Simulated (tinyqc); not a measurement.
Worked calculation: shallow donor in an anisotropic valley (effective-mass theory). Values are carried at full precision from step to step, so a last printed digit may differ when a step is redone from the rounded ones.

Constants: Ry = 13.60569312 eV; a0 (Bohr radius) = 0.5291772105 angstrom; hbar^2/2m0 = 3.80998211 eV angstrom^2; e^2/(4 pi eps0) = 14.39964547 eV angstrom.

Parameters, chosen for this exercise (near those of 3C SiC; not measured data):
- ml = 0.648 m0 (longitudinal mass)
- mt = 0.253 m0 (transverse mass)
- eps = 9.5 (dielectric constant)
- a = 17.9 angstrom (trial radius across the axis)
- b = 10.3 angstrom (trial radius along the axis)

## Hydrogen-like estimates

Ry* = Ry m/eps^2 and a* = a0 eps/m for four choices of one mass: mt, the conductivity mass 3/(1/ml + 2/mt), the density-of-states mass (ml mt^2)^(1/3), and ml.

Estimates:
```
mass               m (m0)  Ry* (meV)  a* (angstrom)
mt                 0.2530      38.14          19.87
conductivity       0.3175      47.87          15.83
density of states  0.3462      52.18          14.52
ml                 0.6480      97.69           7.76
```

## Energy of one trial function

One valley: H = -c [(d2/dx2 + d2/dy2)/mt + (d2/dz2)/ml] - q/(eps r), c = hbar^2/2m0, q = e^2/(4 pi eps0). Trial function exp(-sqrt((x^2 + y^2)/a^2 + z^2/b^2)) with a > b: T = (c/3)(2/(mt a^2) + 1/(ml b^2)), V = -(q/eps) atan(u/b)/u, u = sqrt(a^2 - b^2). The central cell of the impurity is left out.

Evaluate T, V and E. Scaling both radii by f changes T to T/f^2 and V to V/f, so the best factor is f = -2T/V, with energy -V^2/(4T).

T = 49.807 meV
V = -99.156 meV
E = -49.349 meV
best scale factor = 1.0046
energy after scaling = -49.350 meV

The virial ratio -V/T is 1.991; it is 2 at the best scale. Scaling gains 0.001 meV.

## Scan over the shape

For each ratio b/a = 0.2, 0.3, ..., 0.9 the best scale follows from a = -2 T1/V1, with T1 and V1 taken at a = 1 angstrom.

Scan:
```
b/a  a (angstrom)  b (angstrom)  E (meV)
0.2         55.73         11.15  -19.006
0.3         31.63          9.49  -31.802
0.4         23.25          9.30  -41.230
0.5         19.51          9.75  -46.973
0.6         17.63         10.58  -49.840
0.7         16.63         11.64  -50.752
0.8         16.12         12.90  -50.427
0.9         15.89         14.30  -49.359
```

The best listed ratio is 0.7; (mt/ml)^(1/2) = 0.62 and (mt/ml)^(1/3) = 0.73 are common guesses.

## The minimum

Minimise over a and b. The Mott estimate n_c = (0.25/a_m)^3 uses a_m = (a^2 b)^(1/3); 1/angstrom^3 = 1e24/cm^3.

a = 16.52 angstrom
b = 11.84 angstrom
E = -50.768 meV
a_m = 14.78 angstrom
n_c = 4.84 x 1e18/cm^3

b/a = 0.717. The binding energy is 1.331 times Ry*(mt). The central cell of a real donor shrinks the orbit and raises n_c.

## Checks

- Energy from 21 anisotropic Gaussians against the two-parameter function, meV: -50.79 against -50.77.

Program tinyqc; command `OMP_NUM_THREADS=1 python tinyqc.py 1281580 1281581 out.jsonl`; about 0.01 s on one thread of a shared Intel(R) Xeon(R) Processor @ 2.30GHz.
